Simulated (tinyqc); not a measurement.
Three-phonon processes in a diatomic chain: dispersion, energy and momentum conservation, and decay channels of optical phonons: one step, computed by the program tinyqc. Command: `OMP_NUM_THREADS=1 python tinyqc.py 3121420 3121421 out.jsonl threeph walk`. One thread of a shared host (Intel(R) Xeon(R) Processor @ 2.30GHz), about 0.05 s of CPU time with the checks.

Cell length a, two atoms, one spring constant. x = q a/pi runs from -1 to 1; A and O are the acoustic and optical branches. Matrix elements are not computed: only conservation laws and occupation factors are followed.

Problem. Dispersion. omega^2 = k (1/m + 1/M) -/+ k sqrt((1/m + 1/M)^2 - 4 sin^2(pi x/2)/(m M)); nu = 15.6333042 THz x sqrt(omega^2) for eV/(angstrom^2 u).

Inputs (values chosen for the exercise, for a model chain): light mass m = 31 u; heavy mass M = 158 u; spring constant k = 4.3 eV/angstrom^2.

Constants: nu for 1 eV/(angstrom^2 u) = 15.6333042 THz.

Give: the table «Branches» with the columns nu_A (THz), nu_O (THz), for x = 0.10, 0.20, 0.35, 0.50, 0.65, 0.80, 0.90, 1.00.

Solution.

Branches:

| x | nu_A (THz) | nu_O (THz) |
|---|---|---|
| 0.10 | 0.5226 | 8.9906 |
| 0.20 | 1.0374 | 8.9458 |
| 0.35 | 1.7774 | 8.8286 |
| 0.50 | 2.4505 | 8.6660 |
| 0.65 | 3.0179 | 8.4851 |
| 0.80 | 3.4301 | 8.3270 |
| 0.90 | 3.5918 | 8.2585 |
| 1.00 | 3.6473 | 8.2342 |
